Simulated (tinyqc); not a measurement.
Virtual crystal, CPA and unmixed bands: coherent potential approximation for a binary alloy with a semi-elliptic band.

Site levels eA = -x d (share 1 - x) and eB = (1 - x) d (share x), so that their mean, the virtual crystal, is 0. Pure band: G0(z) = 2 (z - sqrt(z - W) sqrt(z + W))/W^2 with principal roots, density -Im G/pi per site. The medium has a self-energy S(z), G = G0(z - S), z = E + i eta. t_i = (e_i - S)/(1 - (e_i - S) G); the CPA demands <t> = (1 - x) tA + x tB = 0. Iteration: start at S = 0, set S(new) = S + <t>/(1 + <t> G), stop when |<t>| < 1e-9 eV.

Values chosen for the exercise:
```
symbol  value  unit  meaning
W       4.1    eV    half width of the pure band
x       0.27         fraction of B
d       2.2    eV    eB - eA
eta     0.082  eV    broadening
E1      -4.7   eV    first energy
dE      0.74   eV    step
```

Fifteen energies E1 + j dE. Virtual crystal: G0(z). Unmixed: (1 - x) G0(z - eA) + x G0(z - eB), the limit of large separate grains.

Densities (1/eV) and self-energy (eV):
```
E (eV)  virtual crystal     CPA  unmixed     Re S     Im S
-4.70            0.0032  0.0049   0.0135  -0.2174  -0.0073
-3.96            0.0387  0.0630   0.0630  -0.2695  -0.0750
-3.22            0.0931  0.1003   0.0856  -0.2683  -0.1316
-2.48            0.1206  0.1212   0.1040  -0.2639  -0.1799
-1.74            0.1375  0.1335   0.1300  -0.2568  -0.2288
-1.00            0.1475  0.1394   0.1421  -0.2456  -0.2830
-0.26            0.1519  0.1399   0.1472  -0.2263  -0.3472
0.48             0.1511  0.1351   0.1466  -0.1890  -0.4277
1.22             0.1452  0.1259   0.1403  -0.1062  -0.5254
1.96             0.1333  0.1152   0.1274   0.0627  -0.5886
2.70             0.1138  0.1045   0.1049   0.2514  -0.5345
3.44             0.0816  0.0884   0.0575   0.3810  -0.4087
4.18             0.0114  0.0585   0.0340   0.4593  -0.2407
4.92             0.0025  0.0049   0.0250   0.3615  -0.0202
5.66             0.0014  0.0018   0.0076   0.2572  -0.0073
```

What does the comparison show, and why?

d/W = 0.54. CPA and virtual crystal differ by at most 0.047 1/eV, at 4.18 eV, against a peak of 0.155 for the pure band. |Im S| is largest at 1.96 eV (Im S = -0.589 eV); where the density is near zero this is no damping of states. On these rows the CPA density keeps one maximum: the bands are amalgamated.

Program tinyqc; command `OMP_NUM_THREADS=1 python tinyqc.py 1450348 1450349 out.jsonl`; about 0.01 s on one thread of a shared Intel(R) Xeon(R) Processor @ 2.30GHz.
